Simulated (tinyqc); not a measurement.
Double-gate transistor below threshold, two-dimensional Poisson equation on a small mesh: two steps of the calculation.

Half of a symmetric double-gate structure: row 0 is the mid-plane of the body, where the normal field vanishes. Mobile charge is neglected (subthreshold), the body is fully depleted, and potentials are counted from the intrinsic level; rows run upward to the gate, columns from source to drain.

Parameters, values chosen for the exercise; semiconductor permittivity close to that of silicon: relative permittivity of the semiconductor eps_r = 11.7; relative permittivity of the insulator eox = 3.9; half the body thickness tb = 8 nm; insulator thickness tox = 1.1 nm; channel length L = 56 nm; acceptor density of the depleted body Na = 0 cm^-3.

Constants: q = 1.602176634e-19 C, eps0 = 8.8541878128e-14 F/cm where lengths are in cm. Results are converted to the units shown.

Task 1. Coefficients of the five-point equations. Mesh: rows i = 0..3 in the semiconductor (step hs = tb/3, row 3 on the interface), then 2 step(s) ho = tox/2 up to the gate row 5; columns j = 0..7 (step hy = L/7). Box integration, divided by eps0: up_i = eps hy/h of the interval above row i, dn_i = that of the interval below (0 for row 0), lat_i = (sum of eps h/2 over the intervals above and below)/hy, s_i = -q Na w_i hy/eps0 with w_i the semiconductor height of the box (hs/2 for row 0 and the interface row, hs between, 0 in the insulator). Each free node obeys (up + dn + 2 lat) psi = up psi(above) + dn psi(below) + lat [psi(left) + psi(right)] + s.

Find: up; dn; lat; s.

Result 1.

up, row 0 to 4: [35.10, 35.10, 35.10, 56.73, 56.73]
dn, row 0 to 4: [0, 35.10, 35.10, 35.10, 56.73]
lat, row 0 to 4: [1.950, 3.900, 3.900, 2.084, 0.2681]
s, row 0 to 4 (V): [0, 0, 0, 0, 0]

Task 2. Over-relaxation sweep (omega = 1.5). Free nodes: rows 0..4, columns 1..6, taken row by row from row 0, left to right. t = (up psi(above) + dn psi(below) + lat [psi(left) + psi(right)] + s)/(up + dn + 2 lat), with the newest neighbours; psi(new) = psi + 1.5 (t - psi).

psi at the start (fixed values on the edges, free nodes at zero) (V):
```
               j=0          j=1          j=2          j=3          j=4          j=5          j=6          j=7
row 0   0.49000000   0.00000000   0.00000000   0.00000000   0.00000000   0.00000000   0.00000000   0.79000000
row 1   0.49000000   0.00000000   0.00000000   0.00000000   0.00000000   0.00000000   0.00000000   0.79000000
row 2   0.49000000   0.00000000   0.00000000   0.00000000   0.00000000   0.00000000   0.00000000   0.79000000
row 3   0.49000000   0.00000000   0.00000000   0.00000000   0.00000000   0.00000000   0.00000000   0.79000000
row 4   0.21000000   0.00000000   0.00000000   0.00000000   0.00000000   0.00000000   0.00000000   0.36000000
row 5  -0.07000000  -0.07000000  -0.07000000  -0.07000000  -0.07000000  -0.07000000  -0.07000000  -0.07000000
```

up, row 0 to 4: [35.1, 35.1, 35.1, 56.727273, 56.727273]
dn, row 0 to 4: [0, 35.1, 35.1, 35.1, 56.727273]
lat, row 0 to 4: [1.95, 3.9, 3.9, 2.0840625, 0.26812500]
s, row 0 to 4 (V): [0, 0, 0, 0, 0]

Give: psi after iteration 1.

Result 2.

psi after iteration 1 (V):
```
            j=0       j=1       j=2       j=3       j=4       j=5       j=6       j=7
row 0   0.49000   0.03675   0.00276   0.00021   0.00002   0.00000   0.05925   0.79000
row 1   0.49000   0.06156   0.00648   0.00063   0.00006   0.00001   0.09924   0.79000
row 2   0.49000   0.07830   0.01024   0.00119   0.00013   0.00001   0.12624   0.79000
row 3   0.49000   0.05890   0.00754   0.00090   0.00010   0.00001   0.09497   0.79000
row 4   0.21000  -0.00754  -0.04665  -0.05175  -0.05236  -0.05243   0.01972   0.36000
row 5  -0.07000  -0.07000  -0.07000  -0.07000  -0.07000  -0.07000  -0.07000  -0.07000
```

tinyqc, about 0.09 s, one thread, Intel Xeon 2.30GHz (shared host): `OMP_NUM_THREADS=1 python tinyqc.py 2480025 2480026 out.jsonl`
